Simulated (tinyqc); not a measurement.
Heat flow across a film from the phonon Boltzmann equation in the relaxation-time approximation: one step, computed by the program tinyqc. Command: `OMP_NUM_THREADS=1 python tinyqc.py 3003145 3003146 out.jsonl slabbte walk`. One thread of a shared host (Intel(R) Xeon(R) Processor @ 2.30GHz), about 0.01 s of CPU time with the checks.

Two black walls, hot at x = 0 and cold at x = L, emit phonons isotropically. For one free path Lambda, with tau = x/Lambda, tau_L = L/Lambda and phi = (T - T_cold)/Delta T, energy balance gives phi(tau) = (1/2) [E2(tau) + int_0^tau_L phi(s) E1(|tau - s|) ds]; E_n are the exponential integrals. The flux over the ballistic flux C v Delta T/4 is psi = 1 - 2 int_0^tau_L phi(s) E2(s) ds, and kappa_eff/kappa = (3/4) tau_L psi. kappa = C v Lambda/3 is an input, so at fixed kappa a longer free path means a smaller C v.

Task: The small linear system for Lambda_1. Cut the film into n equal cells with constant phi, collocated at the centres c_i: the kernel integrates to A_ij = |E2(|c_i - e_j|) - E2(|c_i - e_(j+1)|)|/2 for cell edges e_j, and A_ii = 1 - E2(half a cell); solve (1 - A) phi = E2(c)/2; psi = 1 - 2 sum_j phi_j [E3(e_j) - E3(e_(j+1))].

Inputs (values chosen for the exercise, modelled on gallium oxide): film thickness L = 13 nm; free path Lambda_1 = 22 nm; cells n in the small system = 4.

Give: optical thickness tau_L; 1 - A; right-hand side E2(c)/2; flux weights E3(e_j) - E3(e_(j+1)).

Result:

optical thickness tau_L = 0.5909

1 - A:
```
         1        2        3        4
1   0.7736  -0.1125  -0.0685  -0.0472
2  -0.1125   0.7736  -0.1125  -0.0685
3  -0.0685  -0.1125   0.7736  -0.1125
4  -0.0472  -0.0685  -0.1125   0.7736
```

right-hand side E2(c)/2: 0.3868  0.2744  0.2059  0.1586

flux weights E3(e_j) - E3(e_(j+1)): 0.1163  0.08155  0.06108  0.04703
